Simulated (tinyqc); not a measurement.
# Transistor under a ferroelectric capacitor (negative capacitance), static model: effects of single changes

A ferroelectric film of thickness tf lies between the gate and an inner metal at potential v, which drives an ordinary transistor. One domain, P = Q (background permittivity neglected): Vg = v + tf (2 al Q + 4 be Q^3), al = -3 sqrt(3) Ec/(4 Pr), be = 3 sqrt(3) Ec/(8 Pr^3). Gate charge Q(v) = Qi + Cp v with the channel charge Qi = Cox n Vt ln(1 + exp((v - VT)/(n Vt))). Q in uC/cm^2, E in kV/cm; 1 nm times 1 kV/cm is 1e-4 V. Domains, leakage and the switching time are left out.

Values chosen for this exercise; Pr and Ec close to those of hafnium oxide based films: temperature T = 400 K; remanent polarisation Pr = 16 uC/cm^2; coercive field Ec = 1500 kV/cm; capacitance of the inner oxide Cox = 2.2 uF/cm^2; overlap capacitance per gate area Cp = 0.8 uF/cm^2; threshold of the inner transistor VT = 0.41 V; subthreshold factor of the inner transistor n = 1.23; gate voltage Vg = 0.47 V.

Constants: q = 1.602176634e-19 C, kB = 1.380649e-23 J/K, Vt = kB T/q. Results are converted to the units shown.

Each table varies one quantity; the others keep the values above.

## Effect of the ferroelectric thickness

C = dQ/dv = Cox/(1 + exp(-(v - VT)/(n Vt))) + Cp; dVg/dv = 1 + C tf (2 al + 12 be Q^2); gain = dv/dVg. The largest gain is taken over -0.3 V < v < 2.5 V, tc is the thickness at which dVg/dv first touches zero, the swing is n Vt ln 10 (1 + 2 al tf Cp), v solves Vg(v) = Vg, and the last column compares Qi(v) with Qi(Vg) of the transistor without the film.

Effect of the ferroelectric thickness:
```
tf (nm)	tc (nm)	largest gain	swing (mV/decade)	v at Vg (V)	Qi with/without film
1.4	13.90	1.112	94.96	0.4898	1.239
1.9	13.90	1.158	94.01	0.4978	1.342
2.6	13.90	1.230	92.68	0.5103	1.504
3.5	13.90	1.337	90.97	0.5287	1.751
4.8	13.90	1.528	88.49	0.5616	2.207
6.6	13.90	1.904	85.07	0.6268	3.135
9	13.90	2.837	80.50	0.7875	5.454
12	13.90	7.321	74.80	1.370	13.87
```

Read the table: what changes, and by how much?

As tf goes from 1.4 to 12 nm, the largest gain rises from 1.11 to 7.32, the swing falls from 95.0 to 74.8 mV a decade and tc stays at 13.9 nm. The gain grows as 1/(1 - tf/tc), the swing falls only linearly, because below threshold the film works against the small Cp. At tf = 17 nm tf is within 2 % of tc or beyond it, so those rows are left out. At tf = 12 nm the gate charge passes 2.5 uC/cm^2, about what a silicon dioxide interlayer withstands. At tf = 12 nm the gain relies on a single-domain state close to the fold, which domains would spoil.

## Effect of the coercive field

Same model as above.

In this table tf = 7.9 nm.

Effect of the coercive field:
```
Ec (kV/cm)	tc (nm)	largest gain	swing (mV/decade)	v at Vg (V)	Qi with/without film
400	52.12	1.179	93.62	0.5014	1.387
600	34.75	1.294	91.61	0.5214	1.652
800	26.06	1.435	89.61	0.5456	1.984
1000	20.85	1.610	87.60	0.5759	2.408
1200	17.37	1.834	85.60	0.6146	2.960
1500	13.90	2.317	82.60	0.6983	4.165
1800	11.58	3.146	79.59	0.8393	6.203
```

What does the table show?

As Ec goes from 400 to 1800 kV/cm, the largest gain rises from 1.18 to 3.15, the swing falls from 93.6 to 79.6 mV a decade and tc falls from 52.1 to 11.6 nm.

tinyqc, about 0.02 s, one thread, Intel Xeon 2.30GHz (shared host): `OMP_NUM_THREADS=1 python tinyqc.py 2860115 2860116 out.jsonl`
